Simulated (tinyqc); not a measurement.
Bias-temperature instability from a Gaussian distribution of capture and emission barriers. From log10 of the lifetime in s back to oxide field F. Computed by tinyqc, a small Python program. Command: `OMP_NUM_THREADS=1 python tinyqc.py 3020886 3020887 out.jsonl bti inv`. One thread of a shared host (Intel(R) Xeon(R) Processor @ 2.30GHz), about 0.05 s of CPU time with the checks.

Each trap has a capture time tau_0 exp(E_c/(k_B T)) under stress and an emission time tau_0 exp(E_e/(k_B T)) after it. E_c is Gaussian, and E_e = E_c + d with d Gaussian and independent. A trap counts as filled once t_s exceeds its capture time and as emptied once t_r exceeds its emission time.

Inputs (values chosen for the exercise, for a model p-channel transistor):

| quantity | value | unit |
|---|---|---|
| shift with all traps filled V_max | 180 | mV |
| mean capture barrier at zero field mu_c | 1.72 | eV |
| spread of capture barriers sigma_c | 0.25 | eV |
| lowering of mu_c per field k_F | 0.068 | eV/(MV/cm) |
| time constant tau_0 | 1e-11 | s |
| temperature T | 25 | C |
| stress time t_s | 40000 | s |
| failure criterion | 30 | mV |

Constants: k_B = 8.617333262e-05 eV/K.

Method:
- Demarcation energies E_s = k_B T ln(t_s/tau_0), E_r = k_B T ln(t_r/tau_0); mean barrier mu = mu_c - k_F F; z = (E_s - mu)/sigma_c; Phi is the standard normal distribution.
- Temperatures in kelvin are T(C) + 273.15.
- Shift without recovery dV0 = V_max Phi(z); local time exponent n = d ln dV0/d ln t_s = (k_B T/sigma_c) exp(-z^2/2)/(sqrt(2 pi) Phi(z)); apparent activation energy n E_s.
- Solve V_max Phi(z) = criterion for t_s; the power-law extrapolation from the stress point is t_s (criterion/dV0)^(1/n); 1 year = 3.15576e7 s.

Question. A run gave the result below. Find the oxide field F, known to lie between 3.7 and 13 MV/cm.

log10 of the lifetime in s = 5.704115

Answer.

Each step takes the trial c = (a f_b - b f_a)/(f_b - f_a), f being the result less the target and a, b, c the logarithms of the listed values; c replaces end b, the old b replaces a if the sign of f changed, and otherwise f_a is halved.

Scan of the range:

| oxide field F (MV/cm) | log10 of the lifetime in s |
|---|---|
| 3.70 | 9.73290 |
| 4.56 | 8.74438 |
| 5.62 | 7.52597 |
| 6.94 | 6.00872 |
| 8.55 | 4.15812 |
| 10.50 | 1.91672 |
| 13.00 | -0.95688 |

False position (Illinois rule, in the logarithm of the input) inside the bracket:

| step | end a | end b | trial | log10 of the lifetime in s |
|---|---|---|---|---|
| 1 | 6.94000 | 8.55000 | 7.18246 | 5.73003 |
| 2 | 8.55000 | 7.18246 | 7.20312 | 5.70627 |
| 3 | 8.55000 | 7.20312 | 7.20656 | 5.70232 |
| 4 | 7.20312 | 7.20656 | 7.20500 | 5.70412 |
| 5 | 7.20656 | 7.20500 | 7.20500 | 5.70412 |

log10 of the lifetime in s falls at every point of a 13-point scan of the range (every second point is shown), so one value fits; it is bracketed by 6.94 and 8.55. The scan shows a straight line, so linear interpolation between any two rows gives the answer at once. Answer: oxide field F = 7.205 MV/cm.
